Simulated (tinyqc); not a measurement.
Inside a calculation. Method: Hueckel theory of the pi electrons, for the molecule O=Cc1ccc[nH]1 (SMILES; centres numbered as the heavy atoms are written). One step of it, computed by the program tinyqc.

Question. Energy, charges, bond orders. E = sum n x; q_r = z_r - P_rr; bond order p = P_rs; free valence = sqrt(3) - sum of p over the bonds of the atom.

x values: 2.315690  1.631262  1.153740  0.684911  -0.429167  -1.306142  -1.790294

occupations: 2.000000  2.000000  2.000000  2.000000  0.000000  0.000000  0.000000

charge and bond-order matrix P, lower triangle:
```
           1O         2C         3C         4C         5C        6C        7N
1O   1.522326
2C   0.749841   0.719250
3C  -0.135717   0.517072   1.062452
4C  -0.275099   0.191978   0.673563   0.971104
5C   0.082857  -0.118608  -0.091387   0.605522   1.089631
6C   0.230234  -0.200508  -0.333336   0.027140   0.746841  0.915804
7N  -0.104610   0.020675   0.370357  -0.256024  -0.195583  0.479665  1.719434
```

Centres:
```
centre  z_r, pi electrons of the neutral centre         h
1O                                            1  0.890000
2C                                            1  0.000000
3C                                            1  0.000000
4C                                            1  0.000000
5C                                            1  0.000000
6C                                            1  0.000000
7N                                            2  1.370000
```

Bonds:
```
i  j         k
1  2         1
2  3         1
3  4         1
4  5         1
5  6         1
6  7  0.750000
7  3  0.750000
```

Give: pi energy = 8 alpha + this times beta; pi charges; Bond orders and lengths from R = 1.517 - 0.180 p; free valence of the carbons; gap between the highest filled and the next level.

Answer.

pi energy = 8 alpha + this times beta = 11.5712

pi charges: 1O -0.5223, 2C 0.2808, 3C -0.0625, 4C 0.0289, 5C -0.0896, 6C 0.0842, 7N 0.2806

Bond orders and lengths from R = 1.517 - 0.180 p (angstrom, C-C alone):
```
bond       p       R
1-2   0.7498       -
2-3   0.5171  1.4239
3-4   0.6736  1.3958
4-5   0.6055  1.4080
5-6   0.7468  1.3826
6-7   0.4797       -
7-3   0.3704       -
```

free valence of the carbons: 2C 0.4651, 3C 0.1711, 4C 0.4530, 5C 0.3797, 6C 0.5055

gap between the highest filled and the next level = 1.1141 |beta|
